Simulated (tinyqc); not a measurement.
Inside a calculation: pi bands of a honeycomb layer in tight binding. Values are carried at full precision from step to step, so a last printed digit may differ when a step is redone from the rounded ones.

Lattice vectors a (1,0) and a (1/2, sqrt3/2); f = exp(i ky a/sqrt3) + 2 cos(kx a/2) exp(-i ky a/(2 sqrt3)), w = |f|. H = [[D - t2 F, -t f], [., -D - t2 F]] with F = w^2 - 3, S = [[1, s0 f], [., 1]]; the levels solve det(H - E S) = 0. K = (4 pi/3a, 0), M = (pi/a, pi/(sqrt3 a)); w = 3, 1, 0 at Gamma, M, K.

Constants: hbar = 6.58211957e-16 eV s.

Parameters, chosen for this exercise (of the size used for graphene; shifted at random, so the results belong to these values and not to a real crystal): a = 2.46 angstrom (lattice constant); t = 3.04 eV (nearest hopping); t2 = 0 eV (second-neighbour hopping); s0 = 0.081 (overlap of neighbours); D = 0 eV (+D on A, -D on B); k = (0.37, 0.82) 1/angstrom (wave vector).

## H and S at one k

Form f, w, F and the two matrices.

f = 1.89546-0.06932i
w = 1.89672
F = 0.59756

H (eV), rows A, B and columns alike:
$$\begin{pmatrix}
0 & -5.7622+0.2107i \\
-5.7622-0.2107i & 0
\end{pmatrix}$$

S, rows A, B and columns alike:
$$\begin{pmatrix}
1.00000 & 0.15353-0.00562i \\
0.15353+0.00562i & 1.00000
\end{pmatrix}$$

## The secular equation

det(H - E S) = 0 reads (e - E)^2 - D^2 - (t + s0 E)^2 w^2 = 0 with e = -t2 (w^2 - 3), that is c2 E^2 + 2 c1 E + c0 = 0 with c2 = 1 - s0^2 w^2, c1 = -(e + t s0 w^2), c0 = e^2 - D^2 - t^2 w^2.

c2, c1, c0: [0.9764, -0.8859, -33.2472]

levels (eV): [-4.9982, 6.8127]

## Levels at Gamma, M and K

Solve the quadratic (e - E)^2 - D^2 - (t + s0 E)^2 w^2 = 0 with e = -t2 (w^2 - 3), for w = 3, 1, 0.

Levels (eV):
```
point  w    lower    upper  difference
Gamma  3  -7.3371  12.0476     19.3846
M      1  -2.8122   3.3079      6.1202
K      0   0.0000   0.0000      0.0000
```

Measured from the middle of the levels at K (0.000 eV), the upper band reaches 12.048 eV and the lower -7.337 eV at Gamma: the upper band is the wider; overlap stretches the upper band and positive t2 the lower. The saddle points at M give the absorption peak at 6.120 eV in this one-electron picture.

## Near K

w = (sqrt3/2) a q to first order in the distance q from K. Effective hopping t* = t + 3 t2 s0, hbar v = (sqrt3/2) a t*, v in m/s = hbar v x 1e-10/hbar.

hbar v = 6.4765 eV angstrom
v = 9.840e+05 m/s

## Checks

- Roots of the quadratic against the generalised eigenproblem: they agree to 1e-10 or better.

Computed by tinyqc, a small Python program: `OMP_NUM_THREADS=1 python tinyqc.py 1481454 1481455 out.jsonl` (the numbers bound the seed that draws the inputs); one thread of a shared host (Intel(R) Xeon(R) Processor @ 2.30GHz), about 0.01 s for the whole set of steps.
